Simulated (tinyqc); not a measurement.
Physical sputtering: collision-cascade yield, angular dependence, faceting and resputtering in deposition: one step, computed by the program tinyqc.

Ions start collision cascades; atoms that reach the surface with more than U leave. The target is amorphous or fine-grained.

Task: Yield at normal incidence. gamma = 4 M1 M2/(M1 + M2)^2; threshold E_th = 6.7 U/gamma for M1 >= M2, else U (1 + 5.7 M1/M2)/gamma. eps = 0.03255 M2 E/(Z1 Z2 (M1 + M2) z), z = (Z1^(2/3) + Z2^(2/3))^(1/2), E in eV; s_n = 3.441 sqrt(eps) ln(eps + 2.718)/(1 + 6.355 sqrt(eps) + eps (6.882 sqrt(eps) - 1.708)); S_n = 84.78 Z1 Z2 M1 s_n/((M1 + M2) z) in eV angstrom^2; alpha = 0.249 (M2/M1)^0.56 + 0.0035 (M2/M1)^1.5 for M1 <= M2, else 0.0875 (M2/M1)^(-0.15) + 0.165 M2/M1; Y0 = 0.042 Q alpha S_n/U [1 - sqrt(E_th/E)]^2.5 (the electronic-loss factor of the full formula is dropped). Erosion rate = Y0 J/(e N); 1 cm^2 = 1e14 nm^2.

Inputs (values chosen for the exercise, modelled on krypton ions on silicon): ion Z1 = 36; ion mass M1 = 83.8 u; target Z2 = 14; target mass M2 = 28.09 u; surface binding energy U = 4.63 eV; target density N = 49.9 1/nm^3; fit factor Q = 0.66; ion energy E = 240 eV; current density J = 0.11 mA/cm^2.

Constants: e = 1.602176634e-19 C.

Give: energy transfer factor gamma; threshold E_th; reduced energy eps; nuclear stopping S_n; alpha; yield Y0; erosion rate.

Result:

energy transfer factor gamma = 0.7521

threshold E_th = 41.25 eV

reduced energy eps = 9.519e-04

nuclear stopping S_n = 695.8 eV angstrom^2

alpha = 0.1584

yield Y0 = 0.1731 atoms per ion

erosion rate = 1.429 nm/min

The threshold factor is 0.262; the energy cost is 1390 eV per removed atom, 300 times U. Caution: within a few times the threshold, cascades are short and these fits are rough.
